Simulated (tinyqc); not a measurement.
# Resistance of a source-drain extension with a graded tip: what changes with what

y runs along the channel, the gate covers y > 0. The doping is N0 for y < y0 and N0 10^(-(y - y0)/la) beyond, uniform over the depth xj. Sheet conductance s(y) = q mu(N) max(N - Nch, 0) xj + (for y > 0) ma Cox Vo, with mu(N) = u0 + (u1 - u0)/(1 + (N/Nr)^au) and Cox = eps0 eox/tox. Current is taken as one-dimensional; depletion of the tip, spreading and the contact are left out. The metallurgical junction lies at yj, where N = Nch.

Inputs (values chosen for the exercise); mobility law close to that of electrons in silicon:
- eox = 3.9 (relative permittivity of the gate insulator (close to silicon dioxide))
- tox = 2.2 nm (insulator thickness)
- N0 = 1.4e20 cm^-3 (active doping of the extension far from the gate)
- la = 7 nm/decade (lateral abruptness)
- y0 = 3.1 nm (position under the gate where the fall begins (gate edge at 0))
- xj = 15 nm (depth of the extension)
- Nch = 1e18 cm^-3 (channel doping)
- Ls = 7 nm (spacer length)
- Vo = 0.68 V (gate overdrive)
- ma = 85 cm^2/(V s) (mobility of the gate-induced layer)
- u1 = 1414 cm^2/(V s) (mobility at low doping)
- u0 = 68.5 cm^2/(V s) (mobility at high doping)
- Nr = 9.2e16 cm^-3 (reference doping)
- au = 0.711 (exponent)
- Lg = 90 nm (gate length)

Constants: q = 1.602176634e-19 C, eps0 = 8.8541878128e-14 F/cm where lengths are in cm. Results are converted to the units shown.

Each table varies one quantity; the others keep the values above.

## Abruptness at a fixed junction position

R_spacer = integral of dy/s from -Ls to 0, R_ov from 0 to yj, R_channel = (Lg - 2 yj)/(ma Cox Vo), R_total = 2 R_spacer + 2 R_ov + R_channel. Electrical length L_eff = ma Cox dR_total/d(1/Vo); R_series = R_total - L_eff/(ma Cox Vo). y0 is moved with la so that yj stays at 18.123 nm.

The same in every row: yj (nm) = 18.12; R_channel (ohm um) = 592.5.

Results:
```
la (nm/decade)	R_spacer (ohm um)	R_ov (ohm um)	R_total (ohm um)	L_eff (nm)	R_series (ohm um)
1	2.764	13.64	625.3	54.51	24.45
2.3	2.764	22.38	642.8	55.44	31.72
4.9	2.764	39.88	677.8	57.30	46.24
6.1	2.764	47.95	693.9	58.15	52.95
7.4	2.764	56.69	711.4	59.08	60.21
8.7	2.780	65.43	728.9	60.01	67.48
10	3.370	73.64	746.5	60.93	74.94
```

Estimate the missing row, la = 3.6 nm/decade.

Computed row:
```
la (nm/decade)	R_spacer (ohm um)	R_ov (ohm um)	R_total (ohm um)	L_eff (nm)	R_series (ohm um)
3.6	2.764	31.13	660.3	56.37	38.98
```

With this row back in the table: As la goes from 1 to 10 nm/decade, R_total rises from 625 to 747 ohm um, R_spacer rises from 2.76 to 3.37 ohm um and R_ov rises from 13.6 to 73.6 ohm um. R_total changes on average by 13.5 ohm um for each nm/decade. L_eff exceeds the metallurgical length by 0.757 nm in the first row and 7.17 nm in the last, since the gate also controls the lightly doped tips.

## Effect of the gate overdrive

Same model as above.

The same in every row: yj (nm) = 18.12; R_spacer (ohm um) = 2.764.

Effect of the gate overdrive:
```
Vo (V)	R_ov (ohm um)	R_channel (ohm um)	R_total (ohm um)	L_eff (nm)	R_series (ohm um)
0.15	104.7	2686	2901	55.29	138.2
0.3	79.47	1343	1507	56.49	96.01
0.45	66.19	895.3	1033	57.50	75.49
0.6	57.55	671.5	792.1	58.37	62.93
0.75	51.32	537.2	645.4	59.14	54.32
0.9	46.56	447.7	546.3	59.84	48.01
1.05	42.76	383.7	474.8	60.46	43.16
1.2	39.64	335.8	420.6	61.04	39.31
```

As Vo goes from 0.15 to 1.2, R_total falls from 2900 to 421 ohm um, L_eff rises from 55.3 to 61.0 nm and R_series falls from 138 to 39.3 ohm um. Both extracted quantities depend on the overdrive at which they are taken.

Program tinyqc, `OMP_NUM_THREADS=1 python tinyqc.py 2282116 2282117 out.jsonl`; Intel Xeon 2.30GHz, shared host, one thread, about 0.04 s.
